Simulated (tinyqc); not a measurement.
# Well width for a wanted wavelength

Problem. The layer is x parts of the first compound and 1 - x of the second, grown coherently on the second as substrate and barrier. Rows of the table: lattice constant a, average valence level Ea on an absolute scale, spin-orbit splitting so, gaps at Gamma, X and L, hydrostatic deformation potentials av and ac (Gamma), shear potential b, elastic constants, electron and heavy-hole (along z) masses. All are interpolated linearly in x; gaps get -C x (1 - x), taken wholly in the conduction band; real line-ups can differ from this model by 0.1 eV or more. In-plane strain e = (a_substrate - a)/a, e_z = -2 (c12/c11) e, volume change 2 e + e_z. With v = 2 e + e_z and d = 2 b (e_z - e): Eav = Ea + av v; E_hh = Eav + so/3 - d/2; E_lh = Eav - so/6 + d/4 + sqrt(so^2 + so d + 9 d^2/4)/2; E_c = Ea + so/3 + EG + ac v (Gamma). Substrate: E_v = Ea + so/3, E_c = E_v + EG. Well depths: dEc = E_c(substrate) - E_c, dEhh = E_hh - E_v(substrate), dElh likewise; strained Gamma gap E_c - max(E_hh, E_lh); positive values confine carriers in the layer. Lowest level of a finite well of width Lw and depth V: kw Lw/2 = arctan(sqrt((mw/mb)(V - E)/E)), kw = sqrt(mw E/C), C = hbar^2/(2 m0), for electrons (dEc) and heavy holes (dEhh), mb from the substrate; transition E_c - E_hh + both levels, without exciton binding; wavelength h c/E. Find Lw and the two levels.

Parameters, values chosen for the exercise:
- x = 0.28 (fraction of the first compound in the layer)
- CG = 0.1 eV (bowing of the Gamma gap)
- CX = 0.27 eV (bowing of the X gap)
- CL = 0.27 eV (bowing of the L gap)

Constants: q = 1.602176634e-19 C, hbar = 1.054571817e-34 J s, h = 6.62607015e-34 J s, m0 = 9.1093837015e-31 kg, c = 299792458 m/s, hbar^2/(2 m0) = 0.0380998212 eV nm^2. Results are converted to the units shown.

Binary compounds, values chosen for the exercise:

|  | close to InAs | close to InP |
|---|---|---|
| a (angstrom) | 6.058 | 5.869 |
| Ea (eV) | -6.67 | -7.04 |
| so (eV) | 0.378 | 0.11 |
| EG (eV) | 0.353 | 1.35 |
| EX (eV) | 1.37 | 2.17 |
| EL (eV) | 1.08 | 1.9 |
| av (eV) | 1.01 | 1.28 |
| ac (eV) | -5.14 | -5 |
| b (eV) | -1.83 | -1.72 |
| c11 (GPa) | 83 | 102 |
| c12 (GPa) | 45.1 | 56.9 |
| me (m0) | 0.0231 | 0.0806 |
| mh (m0) | 0.331 | 0.53 |

wavelength = 1131.5516 nm

Solution. Both levels fall steadily as the well widens, so the wavelength rises steadily and one width matches.

Lw = 11.0 nm
electron level = 23.2 meV
heavy-hole level = 5.04 meV

Program tinyqc, `OMP_NUM_THREADS=1 python tinyqc.py 2690097 2690098 out.jsonl`; Intel Xeon 2.30GHz, shared host, one thread, about 0.01 s.
